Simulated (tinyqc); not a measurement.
What each parameter does: dielectric confinement in a thin film (image charges).

A film |z| < t/2 of dielectric constant eps between half-spaces of dielectric constant e2; lam = (eps - e2)/(eps + e2), q = e^2/(4 pi eps0). The self-energy of a band edge is taken with the high-frequency value, e2 = eh, and the field of a fixed ion with the static one, e2 = eo. A charge at z has images lam^|n| at n t + (-1)^n z. Its self-energy is S(z) = (q/2 eps) sum over n >= 1 of lam^n [1/(n t - 2z) + 1/(n t + 2z)] for odd n and 2 lam^n/(n t) for even n; at the centre S(0) = -(q/(eps t)) ln(1 - lam).

Donor at the centre, lam from the static eo, trial function cos(pi z/t) exp(-rho/l): E(l) = c/(m l^2) - (q/eps) times the integral over k of F(k t) (1 + (k l/2)^2)^(-3/2), with F(x) = F0 + 2 lam exp(-x) G/(1 - lam exp(-x)), F0 = 2[(1 - exp(-x/2))/x + x (1 + exp(-x/2))/(x^2 + 4 pi^2)], G = 2 sinh(x/2)[1/x - x/(x^2 + 4 pi^2)]; c = hbar^2/2m0. The binding energy is -E at the minimum, counted from the subband edge with its self-energy.

Constants: e^2/(4 pi eps0) = 14.39964547 eV angstrom; hbar^2/2m0 = 3.80998211 eV angstrom^2; Ry = 13.60569312 eV.

Values chosen for the exercise (near those of a Si (100) film, two-fold valleys, between layers of HfO2; not measured data):
- t = 52 angstrom (film thickness)
- eps = 11.7 (dielectric constant of the film)
- eh = 3.9 (high-frequency dielectric constant outside)
- eo = 22.7 (static dielectric constant outside)
- m = 0.195 m0 (mass in the plane)

<S> is the mean over (2/t) cos^2(pi z/t).

Results for these values:
```
case  lam from eh  <S> (meV)  binding (meV)  l (angstrom)
base        0.500       19.0           26.1          30.8
```

What happens to each result for eo = 31.8, all else kept?

Answer: lam from eh does not change at the printed digits; <S> does not change at the printed digits; binding falls from 26.1 to 22.0; l rises from 30.8 to 31.5.

The same for each parameter in turn:
```
case             lam from eh  <S> (meV)  binding (meV)  l (angstrom)
base                   0.500       19.0           26.1          30.8
t = 62 angstrom        0.500       15.9           25.0          32.3
eps = 10.5             0.458       18.8           30.0          28.6
eo = 31.8              0.500       19.0           22.0          31.5
eh = 5.1               0.393       13.9           26.1          30.8
m = 0.234 m0           0.500       19.0           30.0          26.9
```

Program tinyqc; command `OMP_NUM_THREADS=1 python tinyqc.py 1280614 1280615 out.jsonl`; about 0.03 s on one thread of a shared Intel(R) Xeon(R) Processor @ 2.30GHz.
